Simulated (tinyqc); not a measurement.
Resistance of a source-drain extension with a graded tip: one step of the calculation.

y runs along the channel, the gate covers y > 0. The doping is N0 for y < y0 and N0 10^(-(y - y0)/la) beyond, uniform over the depth xj. Sheet conductance s(y) = q mu(N) max(N - Nch, 0) xj + (for y > 0) ma Cox Vo, with mu(N) = u0 + (u1 - u0)/(1 + (N/Nr)^au) and Cox = eps0 eox/tox. Current is taken as one-dimensional; depletion of the tip, spreading and the contact are left out. The metallurgical junction lies at yj, where N = Nch.

Problem. Resistance of the overlapped part. Midpoint rule on 8 equal steps from 0 to yj: R_ov = sum h/s(y), per width.

Parameters, values chosen for the exercise; mobility law close to that of electrons in silicon:
```
symbol   value        unit                                                               meaning
eox       21.5              relative permittivity of the gate insulator (close to hafnium oxide)
tox        7.5          nm                                                   insulator thickness
N0      9.8e19       cm^-3                      active doping of the extension far from the gate
la         6.5   nm/decade                                                    lateral abruptness
y0         4.9          nm        position under the gate where the fall begins (gate edge at 0)
xj          12          nm                                                depth of the extension
Nch     3.5e18       cm^-3                                                        channel doping
Vo        0.37           V                                                        gate overdrive
ma         150  cm^2/(V s)                                    mobility of the gate-induced layer
u1        1414  cm^2/(V s)                                                mobility at low doping
u0        68.5  cm^2/(V s)                                               mobility at high doping
Nr      9.2e16       cm^-3                                                      reference doping
au       0.711                                                                          exponent
```

Constants: q = 1.602176634e-19 C, eps0 = 8.8541878128e-14 F/cm where lengths are in cm. Results are converted to the units shown.

Find: y; N; doped conductance; sheet resistance; R_ov.

Solution.

| point | y (nm) | N (cm^-3) | doped conductance (uS) | sheet resistance (ohm/square) |
|---|---|---|---|---|
| 0 | 0.8942 | 9.800e19 | 1415 | 642.6 |
| 1 | 2.682 | 9.800e19 | 1415 | 642.6 |
| 2 | 4.471 | 9.800e19 | 1415 | 642.6 |
| 3 | 6.259 | 6.055e19 | 896.2 | 964.2 |
| 4 | 8.047 | 3.214e19 | 490.6 | 1584 |
| 5 | 9.836 | 1.706e19 | 262.1 | 2482 |
| 6 | 11.62 | 9.052e18 | 126.1 | 3746 |
| 7 | 13.41 | 4.804e18 | 36.30 | 5644 |

R_ov = 29.24 ohm um

Numbers from tinyqc (`OMP_NUM_THREADS=1 python tinyqc.py 2282260 2282261 out.jsonl`; about 0.03 s on one thread of a shared Intel Xeon 2.30GHz).
